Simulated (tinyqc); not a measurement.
What moves the results: thin-film optics by transfer matrices. A value that a table varies takes the place of the one given here.

Indices N = n + i k. Snell: N0 sin(theta) = N_j sin(theta_j), with Im(N_j cos theta_j) >= 0. Admittance y_j = N_j cos theta_j for s and N_j/cos theta_j for p. Phase delta_j = 2 pi N_j cos theta_j d_j/lambda. Layer matrix [[cos delta, -i sin delta/y], [-i y sin delta, cos delta]], multiplied from the top down to M. (B, C) = M (1, y_sub); r = (y0 B - C)/(y0 B + C), R = |r|^2, T = 4 Re y0 Re y_sub/|y0 B + C|^2, absorbed in the films 1 - R - T.

Ellipsometry: rho = tan(Psi) exp(i Delta) = -conj(r_p/r_s) with the r of the admittance formula, Delta in 0 to 360 degrees, so that a bare dielectric at small angles gives Delta = 180.

Parameters, chosen for this exercise (indices near those of HfO2, SiO2 on Al; the results hold for these values, not for the real material):
```
symbol  value                  unit     meaning
lam     633                    nm       vacuum wavelength
n0      1                               ambient index
n       (2.016, 1.475, 1.388)           n of HfO2, SiO2, substrate
k       (0, 0, 7.325)                   k in the same order
d       (16.7, 2.4)            nm       thicknesses, top first
theta   30                     degrees  angle of incidence
pol     p                               polarisation
```

## Swing curve: thickness of the top film

The first entry of d takes the values listed.

Stack:
```
d_1 (nm)       R       T  absorbed
16.7      0.8683  0.1317    0.0000
43.7      0.7750  0.2250    0.0000
70.7      0.7130  0.2870    0.0000
97.7      0.8238  0.1762    0.0000
124.7     0.8867  0.1133    0.0000
151.7     0.8979  0.1021    0.0000
178.8     0.8683  0.1317    0.0000
205.8     0.7748  0.2252    0.0000
232.8     0.7131  0.2869    0.0000
259.8     0.8240  0.1760    0.0000
286.8     0.8868  0.1132    0.0000
313.8     0.8979  0.1021    0.0000
340.8     0.8684  0.1316    0.0000
```

R swings between 0.7130 and 0.8979 on these points. The period is lambda/(2 Re(N_1 cos theta_1)) = 162.1 nm, six rows. The film does not absorb, so the swing repeats exactly. The swing ratio (max - min)/mean is 0.22.

## Angle of incidence

Both polarisations.

Stack:
```
theta (degrees)     R_s     R_p    Psi   Delta
0                0.8815  0.8815  45.00  180.00
15               0.8853  0.8784  44.89  177.76
30               0.8964  0.8683  44.54  170.72
45               0.9145  0.8493  43.94  157.62
55               0.9300  0.8302  43.37  143.86
60               0.9387  0.8191  43.05  134.65
65               0.9479  0.8081  42.72  123.18
70               0.9576  0.7998  42.42  108.62
75               0.9678  0.8008  42.29   89.81
80               0.9783  0.8237  42.54   65.46
85               0.9890  0.8875  43.45   34.95
```

R_s and R_p agree at normal incidence (0.8815). R_p is lowest at 70 degrees of those listed (0.7998), where R_s = 0.9576: the two are within a factor 2 of each other, so the minimum selects polarisation poorly. R_s rises steadily with the angle.

## Sensitivity of the reflectance

R for both polarisations. Each row changes one parameter from the base and keeps the others.

Results:
```
case                          R_s     R_p     T_s
base                       0.8964  0.8683  0.1036
d = (21.7, 2.4) nm         0.8852  0.8568  0.1148
n = (2.056, 1.475, 1.388)  0.8951  0.8668  0.1049
k = (0, 0, 8.068)          0.9141  0.8903  0.0859
lam = 638 nm               0.8967  0.8686  0.1033
theta = 35 degrees         0.9017  0.8631  0.0983
```

The largest shifts from the base row, up to three for each result and ties (the steps differ in size, so this ranks the rows, not the parameters). R_s: k +0.0176, d -0.0113, theta +0.0053. R_p: k +0.0220, d -0.0116, theta -0.0052. T_s: k -0.0176, d +0.0113, theta -0.0053.

Computed by tinyqc, a small Python program: `OMP_NUM_THREADS=1 python tinyqc.py 1652585 1652586 out.jsonl` (the numbers bound the seed that draws the inputs); one thread of a shared host (Intel(R) Xeon(R) Processor @ 2.30GHz), about 0.01 s for the whole set of steps.
